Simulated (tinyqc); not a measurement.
Changing the interface-state density D: Schottky barrier with interface states (Cowley-Sze model), image lowering and contact resistance. Computed by tinyqc, a small Python program. Command: `OMP_NUM_THREADS=1 python tinyqc.py 3011907 3011908 out.jsonl pinning sweep`. One thread of a shared host (Intel(R) Xeon(R) Processor @ 2.30GHz), about 0.02 s of CPU time with the checks.

An n-type semiconductor under a metal. The barrier lies between the Schottky-Mott limit phi_M - chi and the Bardeen limit E_g - E_n, E_n being the neutrality level of the interface states; the space-charge term of the full Cowley-Sze expression is left out.

Inputs (values chosen for the exercise, for a model semiconductor): gap E_g = 3.6 eV; electron affinity chi = 4.15 eV; metal work function phi_M = 5.06 eV; neutrality level E_n above the valence band = 1.97 eV; dipole layer thickness delta = 0.36 nm; dipole layer constant eps_i = 2; dielectric constant eps_s = 10.7; electron mass m_e = 0.178 m_0; valleys M_c = 1; donor density N = 5.8e+16 cm^-3; temperature T = 300 K; reverse bias V_r = 3.5 V.

Pinning factor from: interface states.

Constants: e = 1.602176634e-19 C; eps_0 = 8.8541878128e-12 F/m; k_B = 8.617333262e-05 eV/K; m_0 = 9.1093837015e-31 kg; k_B = 1.380649e-23 J/K; h = 6.62607015e-34 J s; hbar = 1.054571817e-34 J s.

Method:
- S = 1/(1 + e^2 D delta/(eps_i eps_0)); for D per eV, e^2 D is the number e x D in SI units, with 1 cm^-2 = 1e4 m^-2.
- phi_B = S (phi_M - chi) + (1 - S)(E_g - E_n); the hole barrier is E_g - phi_B.
- N_c = 2 M_c (2 pi m_e k_B T/h^2)^(3/2); xi = E_c - E_F solves N = N_c F_1/2(-xi/k_B T) (bisection; full ionisation).
- F_1/2(eta) = (2/sqrt(pi)) int_0^infinity sqrt(x)/(1 + exp(x - eta)) dx, by the trapezoid rule in t = sqrt(x) with step 0.02 up to t = 12 (for eta < -12 by exp(eta) - exp(2 eta)/2^(3/2)).
- V_bi = phi_B - xi; W = sqrt(2 eps_s eps_0 (V_bi + V_r - k_B T/e)/(e N)); field at the metal E_m = e N W/(eps_s eps_0); image lowering sqrt(e E_m/(4 pi eps_s eps_0)).
- A* = 4 pi e m_e M_c k_B^2/h^3 (a simple valley count); J_s = A* T^2 exp(-phi/k_B T).
- J_0 uses phi_B; the reverse current uses phi_B less the image lowering, times 1 - exp(-V_r/k_B T).
- E_00 = (e hbar/2) sqrt(N/(m_e eps_s eps_0)), E_0 = E_00 coth(E_00/k_B T); scaling form of the contact resistivity rho_c = (k_B/(e A* T)) exp(phi_B/E_0), which is the thermionic result when E_00 << k_B T and keeps only the leading exponential of tunnelling when E_00 >> k_B T; image lowering is left out of it.

One run for each value; columns: (1) interface-state density D (cm^-2 eV^-1); (2) pinning factor S; (3) barrier phi_B (eV); (4) J_0 (A/cm^2); (5) contact resistivity rho_c (ohm cm^2):
```
(1)           (2)     (3)         (4)         (5)
1.00e+11  0.99675  0.9123  9.0756e-10  2.3707e+07
3.00e+11  0.99032  0.9170  7.5875e-10  2.8330e+07
1.00e+12  0.96846  0.9327  4.1267e-10  5.1923e+07
3.00e+12  0.91098  0.9741  8.3264e-11  2.5521e+08
1.00e+13  0.75431  1.0869  1.0603e-12  1.9592e+10
3.00e+13  0.50578  1.2658  1.0455e-15  1.9165e+13
1.00e+14  0.23490  1.4609  5.5323e-19  3.4826e+16
3.00e+14  0.09284  1.5632  1.0583e-20  1.7835e+18
1.00e+15  0.02979  1.6086  1.8280e-21  1.0231e+19
```

Over the rows, pinning factor S falls from 0.997 to 0.0298 (exponent d ln y / d ln x -0.0059 between the first rows and -0.94 between the last); barrier phi_B (eV) rises from 0.912 to 1.61 (exponent d ln y / d ln x 0.0046 between the first rows and 0.024 between the last); J_0 (A/cm^2) falls from 9.08e-10 to 1.83e-21 (exponent d ln y / d ln x -0.16 between the first rows and -1.5 between the last).

Caution (rows 1.00e14, 3.00e14, 1.00e15): so small an emission current is nominal: generation, tunnelling and edge leakage set the real one.
